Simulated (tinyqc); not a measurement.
Epitaxial growth on a vicinal surface: Burton-Cabrera-Frank step flow, step-edge barrier and island nucleation: one step, computed by the program tinyqc. Command: `OMP_NUM_THREADS=1 python tinyqc.py 3016798 3016799 out.jsonl stepflow walk`. One thread of a shared host (Intel(R) Xeon(R) Processor @ 2.30GHz), about 0.01 s of CPU time with the checks.

Adatoms land at rate F, hop on a square grid (a simplification for hexagonal faces), desorb, or join steps. Lengths are in units of a and n is the adatom coverage. Steps ascend at x = 0 and descend at x = l.

Task: Terrace solution. D n'' - n/tau + F = 0 with n(0) = n_eq and -l_s n'(l) = n(l) - n_eq. With u = n - F tau, A = n_eq - F tau, y = l/x_s, s = l_s/x_s: u = A cosh(x/x_s) + B sinh(x/x_s), B = A (1 - cosh y - s sinh y)/(sinh y + s cosh y). Flux into the ascending step J+ = D B/x_s, over the descending one J- = -(D/x_s)(A sinh y + B cosh y); step velocity J+ + J-; growth rate (J+ + J-)/l. For small y: J+ + J- = (F - n_eq/tau) l, J-/J+ = l/(l + 2 l_s). The coverage peaks where n' = 0, tanh(x/x_s) = -B/A.

Inputs (values chosen for the exercise, close to those used for Si(001)): deposition rate F = 3.6 layers/s; temperature T = 630 C.

D = 4.861719e+08 a^2/s

lifetime tau = 2071.425 s

diffusion length x_s = 1003528 a

equilibrium coverage n_eq = 2.288416e-07

terrace width l = 40.58348 a

Schwoebel length l_s = 0.9011270 a

Give: J+; J-; growth rate; peak coverage; position of the peak.

Result:

J+ = 74.64 atoms per step site and s

J- = 71.46 atoms per step site and s

growth rate = 3.600 layers/s

peak coverage = 1.820e-06

position of the peak = 20.73 a
